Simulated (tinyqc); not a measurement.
Worked calculation: Hueckel theory of the pi electrons, for the molecule [CH2]c1cccc(F)c1 (SMILES; centres numbered as the heavy atoms are written). One step of it, computed by the program tinyqc.

Task: Energy, charges, bond orders. E = sum n x; q_r = z_r - P_rr; bond order p = P_rs; free valence = sqrt(3) - sum of p over the bonds of the atom.

x values: 3.584679  2.057147  1.233556  0.937159  0.000000  -1.030863  -1.276807  -2.114871

occupations: 2.000000  2.000000  2.000000  2.000000  1.000000  0.000000  0.000000  0.000000

charge and bond-order matrix P, lower triangle:
```
           1C         2C         3C         4C         5C        6C         7F        8C
1C   1.001600
2C   0.634785   0.999306
3C   0.004470   0.521934   1.012555
4C  -0.112851  -0.001025   0.704098   0.998451
5C  -0.005495  -0.223751  -0.015129   0.636737   1.019964
6C  -0.110900   0.004505  -0.291113   0.006384   0.625607  0.965495
7F   0.022058  -0.009509   0.058897  -0.012076  -0.094984  0.165543   1.973311
8C  -0.006764   0.523885  -0.018744  -0.293064   0.024103  0.694920  -0.109766  1.029319
```

Centres:
```
centre  z_r, pi electrons of the neutral centre         h
1C                                            1  0.000000
2C                                            1  0.000000
3C                                            1  0.000000
4C                                            1  0.000000
5C                                            1  0.000000
6C                                            1  0.000000
7F                                            2  3.390000
8C                                            1  0.000000
```

Bonds:
```
i  j         k
1  2         1
2  3         1
3  4         1
4  5         1
5  6         1
6  7  0.760000
6  8         1
8  2         1
```

Give: pi energy = 9 alpha + this times beta; pi charges; Bond orders and lengths from R = 1.517 - 0.180 p; free valence of the carbons; gap between the highest filled and the next level.

Result:

pi energy = 9 alpha + this times beta = 15.625

pi charges: 1C -0.002, 2C 0.001, 3C -0.013, 4C 0.002, 5C -0.020, 6C 0.035, 7F 0.027, 8C -0.029

Bond orders and lengths from R = 1.517 - 0.180 p (angstrom, C-C alone):
```
bond      p      R
1-2   0.635  1.403
2-3   0.522  1.423
3-4   0.704  1.390
4-5   0.637  1.402
5-6   0.626  1.404
6-7   0.166      -
6-8   0.695  1.392
8-2   0.524  1.423
```

free valence of the carbons: 1C 1.097, 2C 0.051, 3C 0.506, 4C 0.391, 5C 0.470, 6C 0.246, 8C 0.513

gap between the highest filled and the next level = 1.031 |beta|
